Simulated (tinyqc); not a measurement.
## Well width from the intersubband spacing

Inverse problem. In an empty well of width L and depth Vb, level k solves kw L/2 = (k - 1) pi/2 + arctan(sqrt((mw/mb)(Vb - E)/E)) with kw = sqrt(mw E/C), C = hbar^2/(2 m0). Find L, E1 and E2 from the spacing.

Parameters, values chosen for the exercise; material values close to those of GaAs in AlGaAs:
```
symbol,value,unit,meaning
mw,0.067,m0,mass along z in the well
mb,0.0916,m0,mass along z in the barriers
Vb,0.248,eV,barrier height
```

Constants: q = 1.602176634e-19 C, hbar = 1.054571817e-34 J s, m0 = 9.1093837015e-31 kg, hbar^2/(2 m0) = 0.0380998212 eV nm^2. Results are converted to the units shown.

E2 - E1 = 22.152709 meV

Answer. Both levels are solved for trial widths until their difference matches. A second level is bound only for L above 4.76 nm, and over that range one width gives this spacing.

L = 24.0 nm
E1 = 7.40 meV
E2 = 29.5 meV

Computed by the program tinyqc: `OMP_NUM_THREADS=1 python tinyqc.py 2140126 2140127 out.jsonl`, one thread of a shared Intel Xeon 2.30GHz, about 0.2 s for the whole run.
